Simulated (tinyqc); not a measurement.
Inside a calculation. Model: pillar capacitor in an array: capacitance, non-linearity, leakage and relaxation.

Program tinyqc, `OMP_NUM_THREADS=1 python tinyqc.py 2102028 2102029 out.jsonl`; Intel Xeon 2.30GHz, shared host, one thread, about 0.01 s. Printed values are rounded.

A film between two metal electrodes, each interface adding a series capacitance ci. The small-signal permittivity is ek (1 + aq E^2); the field is found with the linear permittivity. Leakage J = J0 sinh(E/Ef). After a voltage step the film passes a relaxation current kr C V tt^(-nr), tt being the time in seconds. The sidewall is a coaxial capacitor with radii a = dm/2 and b = dm/2 + t, depth AR dm; the end face is left out.

Parameters, values chosen for the exercise; permittivity of the order of that of aluminium oxide: relative permittivity of the film ek = 8.86; film thickness t = 5.4 nm; capacitance of each electrode interface (dead layer and screening) ci = 1000 uF/cm^2; quadratic field coefficient of the permittivity aq = 0.0017 cm^2/MV^2; bias V = 0.9 V; leakage prefactor J0 = 9.3e-10 A/cm^2; field for an e-fold rise of the leakage Ef = 0.2 MV/cm; diameter of the pillar dm = 27 nm; aspect ratio, depth over diameter AR = 30; pitch of the square array pt = 58 nm; resistivity of the inner electrode rho = 290 uohm cm.

Constants: eps0 = 8.8541878128e-14 F/cm where lengths are in cm. Results are converted to the units shown.

## Planar capacitance, field and non-linearity

Planar film: Cf = eps0 ek/t, 1/C = 1/Cf + 2/ci, EOT = 3.9 eps0/C, effective permittivity C t/eps0, E = (V/t) C/Cf; quadratic coefficient [C(V)/C - 1]/V^2 with Cf (1 + aq E^2) in C(V).

Cf = 1.452743 uF/cm^2
C = 1.448534 uF/cm^2
EOT = 2.383881 nm
effective permittivity = 8.834332
E = 1.661838 MV/cm
quadratic coefficient = 5779.303 ppm/V^2
J = 1.888377e-6 A/cm^2

The interfaces take 0.290 % of the voltage.

## Cell capacitance, fields and time constant

Per length 1/c = ln(b/a)/(2 pi eps0 ek) + (1/a + 1/b)/(2 pi ci); cell capacitance c AR dm; per footprint over pt^2; fields c V/(2 pi eps0 ek r) at r = a and b; resistance of the inner electrode rho AR dm/(pi a^2); time constant R C/3 of the distributed line.

a = 13.5 nm
b = 18.9 nm
cell capacitance = 1.183080 fF
capacitance per footprint = 35.16886 uF/cm^2
field at a = 1.975494 MV/cm
field at b = 1.411067 MV/cm
R = 4.102661 kohm
R C/3 = 1.617926 ps

The array gives 24.3 times the planar capacitance per footprint; curvature makes the field at the inner electrode 1.19 times the planar value.
